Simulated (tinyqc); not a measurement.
# MESFET, gradual channel with velocity saturation: what changes with what

A uniformly doped n-type channel, depleted from the top by a Schottky gate; at channel potential V the depleted share of a is u = sqrt((Vbi - Vg + V)/Vp), s at the source. Electrons drift with v = mu E/(1 + mu E/vsat). Abrupt depletion edge, no series resistance, source at 0.

Parameters, values chosen for the exercise; material values close to those of silicon:
```
symbol   value        unit                                     meaning
T          300           K                                 temperature
eps_r     11.6              relative permittivity of the semiconductor
Nc      2.8e19       cm^-3      conduction-band density of states at T
Nd      3.3e17       cm^-3                donor density of the channel
a           72          nm                           channel thickness
mu         580  cm^2/(V s)           low-field mobility at this doping
vsat     1.4e7        cm/s                         saturation velocity
L            2          um                                 gate length
W           50          um                                  gate width
phiB      0.62           V                            Schottky barrier
Vg        -0.3           V                                gate voltage
```

Constants: q = 1.602176634e-19 C, kB = 1.380649e-23 J/K, Vt = kB T/q, eps0 = 8.8541878128e-14 F/cm where lengths are in cm. Results are converted to the units shown.

Each table varies one quantity; the others keep the values above.

## Effect of the gate voltage on saturation

Vbi = phiB - Vt ln(Nc/Nd); Vp = q Nd a^2/(2 eps0 eps_r); G0 = q mu Nd a W/L; Z = mu Vp/(vsat L); s = sqrt((Vbi - Vg)/Vp). I = (G0 Vp/3) F/(1 + Z (u^2 - s^2)), F = 3 (u^2 - s^2) - 2 (u^3 - s^3), with u at V = Vd; Z = 0 gives constant mobility, for which u stops at 1. The current peaks at u = um, the root of (1 - u)(1 + Z (u^2 - s^2)) = Z F/3; beyond Vdsat = Vp (um^2 - s^2) it is held at that value. gm = G0 (um - s)/(1 + Z (um^2 - s^2)).

The same in every row: Z = 0.2764.

Result of one run:
```
Vg (V),um,Vdsat (V),Isat (mA),Isat for Z = 0 (mA),gm (mS)
0,0.9739,0.7603,0.6958,0.8104,1.710
```

What becomes of these results when the gate voltage Vg is changed from 0 to -0.35 V, all else the same?

Result of the changed run:
```
Vg (V),um,Vdsat (V),Isat (mA),Isat for Z = 0 (mA),gm (mS)
-0.35,0.9913,0.4560,0.2315,0.2540,0.9619
```

The whole series:
```
Vg (V),um,Vdsat (V),Isat (mA),Isat for Z = 0 (mA),gm (mS)
-0.7,0.9994,0.1274,0.01707,0.01753,0.2633
-0.58,0.9976,0.2428,0.06311,0.06633,0.5035
-0.47,0.9951,0.3461,0.1305,0.1401,0.7221
-0.35,0.9913,0.4560,0.2315,0.2540,0.9619
-0.23,0.9864,0.5631,0.3616,0.4051,1.207
-0.12,0.9810,0.6588,0.5071,0.5789,1.440
0,0.9739,0.7603,0.6958,0.8104,1.710
```

As Vg goes from -0.7 to 0 V, Vdsat rises from 0.127 to 0.760 V, Isat rises from 0.0171 to 0.696 mA and gm rises from 0.263 to 1.71 mS. Isat is 0.974 of the constant-mobility value in the first row and 0.859 in the last. For Vg = -0.7 to -0.47 V the open channel at the source, (1 - s) a, is under two Debye lengths, so the abrupt edge is rough.

## Effect of the low-field mobility at this doping on saturation

Same model as above.

Effect of the low-field mobility at this doping on saturation:
```
mu (cm^2/(V s)),Z,um,Vdsat (V),Isat (mA),Isat for Z = 0 (mA),gm (mS)
120,0.05718,0.9976,0.5228,0.06318,0.06460,0.2466
190,0.09054,0.9963,0.5192,0.09878,0.1023,0.3833
310,0.1477,0.9941,0.5133,0.1578,0.1669,0.6065
520,0.2478,0.9904,0.5036,0.2555,0.2799,0.9666
850,0.4051,0.9851,0.4897,0.3963,0.4576,1.467
1400,0.6671,0.9774,0.4694,0.6032,0.7537,2.164
2300,1.096,0.9668,0.4419,0.8853,1.238,3.050
```

As mu goes from 120 to 2300 cm^2/(V s), Vdsat falls from 0.523 to 0.442 V, Isat rises from 0.0632 to 0.885 mA and gm rises from 0.247 to 3.05 mS. Isat is 0.978 of the constant-mobility value in the first row and 0.715 in the last.

Numbers from tinyqc (`OMP_NUM_THREADS=1 python tinyqc.py 2500141 2500142 out.jsonl`; about 0.07 s on one thread of a shared Intel Xeon 2.30GHz).
